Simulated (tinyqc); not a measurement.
The basis set: RHF and MP2 along a ladder of basis sets, for BeH2, spin multiplicity 1. Computed by the program tinyqc with PySCF. Command: `OMP_NUM_THREADS=1 python tinyqc.py 113613 113614 out.jsonl`; one thread of a shared host (Intel(R) Xeon(R) Processor @ 2.60GHz), about 1 s.

Geometry (angstrom):
```
atom       x        y       z
Be    0.0000   0.0000  0.0000
H     0.0000   1.2540  0.0000
H     0.0000  -1.3540  0.0000
```

Same geometry throughout; the dipole is taken about the origin.

RHF and frozen-core MP2 in a ladder of bases:
```
basis    functions  E(RHF) (hartree)  E(MP2 corr) (hartree)  HOMO (eV)  LUMO (eV)  dipole (debye)
sto-3g           7         -15.55915               -0.02237    -11.548      5.740           0.010
3-21g           13         -15.67129               -0.02793    -12.246      2.242           0.163
6-31g           13         -15.75712               -0.02812    -12.212      2.460           0.178
6-31g**         24         -15.76451               -0.04880    -12.145      2.505           0.167
cc-pvdz         24         -15.76493               -0.05088    -12.196      1.928           0.165
cc-pvtz         58         -15.76933               -0.06074    -12.246      1.645           0.171
```

From cc-pVDZ to cc-pVTZ the RHF energy falls by 4.4 mhartree and the correlation energy by 9.9. If valence correlation converges as X^-3, (27 E(T) - 8 E(D))/19 gives -0.0649 hartree, a rough estimate from such small X that usually falls short; STO-3G holds about 34 % of it. Beyond STO-3G the LUMO moves by 0.9 eV and the HOMO by 0.1 eV.
